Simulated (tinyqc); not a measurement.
What moves the results: two-band k.p model of the X valleys of a zinc-blende crystal. A value that a table varies takes the place of the one given here.

k along the valley axis, counted from X, c = hbar^2/2m0, e = c k^2/ml. H = [[e - D/2, i P k], [-i P k, e + D/2]] with P^2 = D0 c/ml, so E = e -/+ sqrt(D^2/4 + D0 e). For D = 0 (diamond lattice) the bands cross at X.

With x = D/D0: for x < 1 the minima lie at k_m = sqrt(ml D0 (1 - x^2)/(4 c)), the hump at X has the height dE = (D0/4)(1 - x)^2 and the mass at the minimum is ml/(1 - x^2); the mass at X is ml/(1 - 1/x), negative for x < 1. For x > 1 the minimum is at X.

Thermal masses along the axis for one X point, lower band, E from the minimum, on 1601 points from -0.8 to 0.8 1/angstrom: density-of-states mass m_d = c I^2/(pi kT), I = integral of exp(-E/kT) dk; conductivity mass m_c = 2 c kT/<(dE/dk)^2> with central differences.

Constants: hbar^2/2m0 = 3.80998211 eV angstrom^2; kB = 8.617333262e-05 eV/K.

Parameters, chosen for this exercise (of the order of those of AlAs; shifted at random, so the results belong to these values and not to a real crystal):

| symbol | value | unit | meaning |
|---|---|---|---|
| D0 | 0.154 | eV | coupling energy |
| ml | 0.627 | m0 | mass along the axis from remote bands |
| D | 0.395 | eV | splitting of the two conduction levels at X |
| T | 77 | K | temperature |

## From the diamond lattice to a polar crystal

D is varied at fixed D0 and ml.

Results:

| x | D (eV) | k_m (1/angstrom) | dE (meV) | mass at the minimum |
|---|---|---|---|---|
| 0.00 | 0.000 | 0.0796 | 38.50 | 0.627 |
| 0.30 | 0.046 | 0.0759 | 18.86 | 0.689 |
| 0.60 | 0.092 | 0.0637 | 6.16 | 0.980 |
| 0.80 | 0.123 | 0.0478 | 1.54 | 1.742 |
| 0.90 | 0.139 | 0.0347 | 0.39 | 3.300 |
| 1.10 | 0.169 | 0.0000 | 0.00 | 6.897 |
| 1.30 | 0.200 | 0.0000 | 0.00 | 2.717 |
| 2.00 | 0.308 | 0.0000 | 0.00 | 1.254 |
| 4.00 | 0.616 | 0.0000 | 0.00 | 0.836 |

At D = 0 the minima lie 0.0796 1/angstrom from X under a cusp of D0/4 = 38 meV, the pattern of silicon. The hump shrinks as (1 - x)^2, faster than k_m, so at x = 0.9 it is only 0.38 meV although k_m is still 44 % of its first value. The mass diverges at x = 1 from both sides (3.30 at 0.9, 6.90 at 1.1), where the band is quartic.

## Temperature

Thermal masses against T.

Results:

| T (K) | kT (meV) | m_d | m_c |
|---|---|---|---|
| 10 | 0.86 | 1.026 | 1.025 |
| 20 | 1.72 | 1.025 | 1.022 |
| 50 | 4.31 | 1.021 | 1.015 |
| 100 | 8.62 | 1.015 | 1.004 |
| 200 | 17.23 | 1.005 | 0.985 |
| 300 | 25.85 | 0.996 | 0.969 |
| 500 | 43.09 | 0.980 | 0.945 |

m_d goes from 1.026 to 0.980 and m_c goes from 1.025 to 0.945. Both start from the edge mass 1.028 and tend to ml = 0.627 for kT far above D0. 

## What each parameter does

Shape of the lower band and thermal masses. Each row changes one parameter from the base and keeps the others.

Results:

| case | k_m (1/angstrom) | dE (meV) | m_d (m0) | m_c (m0) |
|---|---|---|---|---|
| base | 0.0000 | 0.000 | 1.018 | 1.009 |
| D = 0.4069 eV | 0.0000 | 0.000 | 1.000 | 0.992 |
| D0 = 0.1494 eV | 0.0000 | 0.000 | 1.000 | 0.991 |
| ml = 0.6458 m0 | 0.0000 | 0.000 | 1.048 | 1.039 |
| T = 79.31 K | 0.0000 | 0.000 | 1.018 | 1.008 |

The largest shifts from the base row, up to three for each result and ties (the steps differ in size, so this ranks the rows, not the parameters). k_m (1/angstrom): unchanged at the printed digits by D, D0, ml and T. dE (meV): unchanged at the printed digits by D, D0, ml and T. m_d (m0): ml +0.031, D0 -0.018, D -0.018; unchanged at the printed digits by T. m_c (m0): ml +0.030, D0 -0.017, D -0.016.

Program tinyqc; command `OMP_NUM_THREADS=1 python tinyqc.py 1851016 1851017 out.jsonl`; about 0.01 s on one thread of a shared Intel(R) Xeon(R) Processor @ 2.30GHz.
